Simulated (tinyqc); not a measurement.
Empirical pseudopotential in a few plane waves, step by step. One step of it, computed by the program tinyqc.

Task: Bloch Hamiltonian at G. Basis: the 15 shortest G (labels in 2 pi/a), the same at every k. H(G,G') = c |k + G|^2 delta + VS(|G-G'|^2) cos((G-G').tau) + i VA sin((G-G').tau), tau = a/8 (1,1,1); 1 Ry = 13.605693 eV.

Parameters chosen for this model: fcc lattice, atoms at +/- a/8 (1,1,1); form factors in rydberg at |G|^2 in units of (2 pi/a)^2:
```
parameter                 value      unit
a                      5.490000  angstrom
VS(3)                 -0.213000        Ry
VS(8)                  0.019000        Ry
VS(11)                 0.062000        Ry
VA(3)                  0.054000        Ry
VA(4)                  0.083000        Ry
VA(11)                 0.031000        Ry
hbar^2/2m (2 pi/a)^2   4.990430        eV
```

k point G (2 pi / a): 0  0  0

Give: H(k) at G.

Result:

H(k) at G (eV):
```
               +0+0+0         -1-1-1         -1-1+1         -1+1-1
+0+0+0          0.000   2.049+0.520i  -2.049+0.520i  -2.049+0.520i
-1-1-1   2.049-0.520i         14.971   0.000-1.129i   0.000-1.129i
-1-1+1  -2.049-0.520i   0.000+1.129i         14.971          0.259
-1+1-1  -2.049-0.520i   0.000+1.129i          0.259         14.971
-1+1+1  -2.049+0.520i         -0.259   0.000+1.129i   0.000+1.129i
+1-1-1  -2.049-0.520i   0.000+1.129i          0.259          0.259
+1-1+1  -2.049+0.520i         -0.259   0.000+1.129i          0.000
+1+1-1  -2.049+0.520i         -0.259          0.000   0.000+1.129i
+1+1+1   2.049+0.520i          0.000         -0.259         -0.259
-2+0+0   0.000-1.129i  -2.049+0.520i  -2.049-0.520i  -2.049-0.520i
+0-2+0   0.000-1.129i  -2.049+0.520i  -2.049-0.520i   0.596-0.298i
+0+0-2   0.000-1.129i  -2.049+0.520i   0.596-0.298i  -2.049-0.520i
+0+0+2   0.000+1.129i  -0.596-0.298i   2.049+0.520i  -0.596+0.298i
+0+2+0   0.000+1.129i  -0.596-0.298i  -0.596+0.298i   2.049+0.520i
+2+0+0   0.000+1.129i  -0.596-0.298i  -0.596+0.298i  -0.596+0.298i

               -1+1+1         +1-1-1         +1-1+1         +1+1-1
+0+0+0  -2.049-0.520i  -2.049+0.520i  -2.049-0.520i  -2.049-0.520i
-1-1-1         -0.259   0.000-1.129i         -0.259         -0.259
-1-1+1   0.000-1.129i          0.259   0.000-1.129i          0.000
-1+1-1   0.000-1.129i          0.259          0.000   0.000-1.129i
-1+1+1         14.971          0.000          0.259          0.259
+1-1-1          0.000         14.971   0.000-1.129i   0.000-1.129i
+1-1+1          0.259   0.000+1.129i         14.971          0.259
+1+1-1          0.259   0.000+1.129i          0.259         14.971
+1+1+1   0.000+1.129i         -0.259   0.000+1.129i   0.000+1.129i
-2+0+0   2.049-0.520i   0.596-0.298i  -0.596-0.298i  -0.596-0.298i
+0-2+0  -0.596-0.298i  -2.049-0.520i   2.049-0.520i  -0.596-0.298i
+0+0-2  -0.596-0.298i  -2.049-0.520i  -0.596-0.298i   2.049-0.520i
+0+0+2  -2.049+0.520i  -0.596+0.298i  -2.049+0.520i   0.596+0.298i
+0+2+0  -2.049+0.520i  -0.596+0.298i   0.596+0.298i  -2.049+0.520i
+2+0+0   0.596+0.298i   2.049+0.520i  -2.049+0.520i  -2.049+0.520i

               +1+1+1         -2+0+0         +0-2+0         +0+0-2
+0+0+0   2.049-0.520i   0.000+1.129i   0.000+1.129i   0.000+1.129i
-1-1-1          0.000  -2.049-0.520i  -2.049-0.520i  -2.049-0.520i
-1-1+1         -0.259  -2.049+0.520i  -2.049+0.520i   0.596+0.298i
-1+1-1         -0.259  -2.049+0.520i   0.596+0.298i  -2.049+0.520i
-1+1+1   0.000-1.129i   2.049+0.520i  -0.596+0.298i  -0.596+0.298i
+1-1-1         -0.259   0.596+0.298i  -2.049+0.520i  -2.049+0.520i
+1-1+1   0.000-1.129i  -0.596+0.298i   2.049+0.520i  -0.596+0.298i
+1+1-1   0.000-1.129i  -0.596+0.298i  -0.596+0.298i   2.049+0.520i
+1+1+1         14.971  -0.596-0.298i  -0.596-0.298i  -0.596-0.298i
-2+0+0  -0.596+0.298i         19.962          0.259          0.259
+0-2+0  -0.596+0.298i          0.259         19.962          0.259
+0+0-2  -0.596+0.298i          0.259          0.259         19.962
+0+0+2  -2.049-0.520i         -0.259         -0.259          0.000
+0+2+0  -2.049-0.520i         -0.259          0.000         -0.259
+2+0+0  -2.049-0.520i          0.000         -0.259         -0.259

               +0+0+2         +0+2+0         +2+0+0
+0+0+0   0.000-1.129i   0.000-1.129i   0.000-1.129i
-1-1-1  -0.596+0.298i  -0.596+0.298i  -0.596+0.298i
-1-1+1   2.049-0.520i  -0.596-0.298i  -0.596-0.298i
-1+1-1  -0.596-0.298i   2.049-0.520i  -0.596-0.298i
-1+1+1  -2.049-0.520i  -2.049-0.520i   0.596-0.298i
+1-1-1  -0.596-0.298i  -0.596-0.298i   2.049-0.520i
+1-1+1  -2.049-0.520i   0.596-0.298i  -2.049-0.520i
+1+1-1   0.596-0.298i  -2.049-0.520i  -2.049-0.520i
+1+1+1  -2.049+0.520i  -2.049+0.520i  -2.049+0.520i
-2+0+0         -0.259         -0.259          0.000
+0-2+0         -0.259          0.000         -0.259
+0+0-2          0.000         -0.259         -0.259
+0+0+2         19.962          0.259          0.259
+0+2+0          0.259         19.962          0.259
+2+0+0          0.259          0.259         19.962
```
